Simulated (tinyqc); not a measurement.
# Heisenberg magnet: exchange from energy differences, ordering vector, linear spin waves and ordering temperature, step by step

A worked calculation. Computed by tinyqc, a small Python program that keeps every step. Command: `OMP_NUM_THREADS=1 python tinyqc.py 3021852 3021853 out.jsonl magnon walk`. One thread of a shared host (Intel(R) Xeon(R) Processor @ 2.30GHz), about 0.03 s of CPU time with the checks. Intermediate numbers are printed to about 6 digits and carried at full precision; extremes and crossings named in words are read from the listed rows.

H = -sum over pairs <ij> J_ij S_i.S_j - K sum_i (S_i^z)^2, each pair once, J > 0 ferromagnetic. First neighbours: 4 at a (1, 0), second: 4 at a (1, 1), with all permutations and signs.

Inputs (values chosen for the exercise, for a model magnet):
```
quantity                  value      unit
exchange J1                2.21       meV
exchange J2                0.45       meV
spin S                        1         -
single-ion anisotropy K  0.0088       meV
lattice constant a         3.06  angstrom
mesh divisions n             60         -
temperature T                22         K
```

Lattice: square. Order: ferromagnetic.

wave vector q (2 pi/a): 0.4  0.24

Constants: h x 1 THz = 4.135667696 meV; k_B = 8.617333262e-05 eV/K.

## Energies of ordered states

J(q) = J1 g1(q) + J2 g2(q), g_s(q) = sum over shell s of cos(q.R). A classical spiral or collinear state of wave vector Q has the exchange energy -(S^2/2) J(Q) per site.

States, Q in 2 pi/a:
```
Q             g1  g2  energy (meV/site)
G (0, 0)       4   4              -5.32
X (0.5, 0)     0  -4               0.90
M (0.5, 0.5)  -4   4               3.52
```

The lowest of these is G (0, 0), 6.220 meV per site below X (0.5, 0).

## Back from energy differences to J1 and J2

Subtract the first row of the table from the second and third: dE = -(S^2/2)(dg1 J1 + dg2 J2), two equations for two unknowns, as in mapping total energies onto a spin model.

coefficients:
```
   J1  J2
1   2   4
2   4   0
```

energy differences (meV/site): 6.22  8.84

J1, J2 (meV): 2.21  0.45

## Magnon energy at q

g_s(q) = sum over shell s of cos(q.R), z1 = g1(0). E(q) = S [J(0) - J(q)] + (2S - 1) K, J(q) = J1 g1 + J2 g2. The factor 2S - 1 removes the anisotropy for S = 1/2.

g1(q) = -1.49245

g2(q) = -0.203194

E(q) = 14.0386 meV

frequency = 3.39451 THz

## Long waves and the gap

sum R_x^2 over the shells is s1 = 2 a^2 and s2 = 4 a^2. E = gap + D q^2 with D = (S/2)(J1 s1 + J2 s2) and gap = (2S - 1) K.

stiffness D = 29.1208 meV angstrom^2

gap = 0.0088 meV

## Dispersion

The formulas are those given above.

Energies (meV); X = (0.5, 0), M = (0.5, 0.5) in 2 pi/a:
```
line  fraction of the way     E(q)  gap + D q^2
G-X                  0.10   0.3132       0.3157
G-X                  0.25   1.8306       1.9272
G-X                  0.50   6.2288       7.6824
G-X                  0.75  10.6270      17.2744
G-X                  1.00  12.4488      30.7033
G-M                  0.10   0.6133       0.6227
G-M                  0.25   3.4980       3.8456
G-M                  0.50  10.6488      15.3560
G-M                  0.75  15.9996      34.5401
G-M                  1.00  17.6888      61.3977
```

At the end of the G-X rows the long-wave form is 2.47 times the true energy. At the end of the G-M rows the long-wave form is 3.47 times the true energy. It holds to 5 % in 2 of the ten rows; nearer the zone boundary the cosine flattens the band.

## Loss of moment

Mesh: q = sum_i (m_i + 1/2)/n b_i, m_i = 0..n-1, b = [[1, 0], [0, 1]] in 2 pi/a; <..> is the mean over the mesh. n = 1/(exp(E/(k_B T)) - 1); no zero-point loss; thermal loss <n>; moment = S less the losses.

zero-point loss = 0

thermal loss = 0.262197

moment <S^z> = 0.737803

The thermal loss is 26.22 % of S. Caution: with so many magnons their interaction matters and linear theory fails.

## Ordering temperature

K left out. Mean field: k_B T = S (S + 1) J(Q)/3 at the ordering vector Q; random-phase (Tyablikov): k_B T = [S (S + 1)/3] / <1/(J(Q) - J(q))>, which diverges in two dimensions and gives 0; Curie-Weiss theta = S (S + 1) J(0)/(3 k_B).

mean-field ordering temperature = 82.3147 K

random-phase ordering temperature = 0 K

Curie-Weiss temperature = 82.3147 K

Checks made by the program: the long-wave formula against the dispersion (relative difference 3e-06).
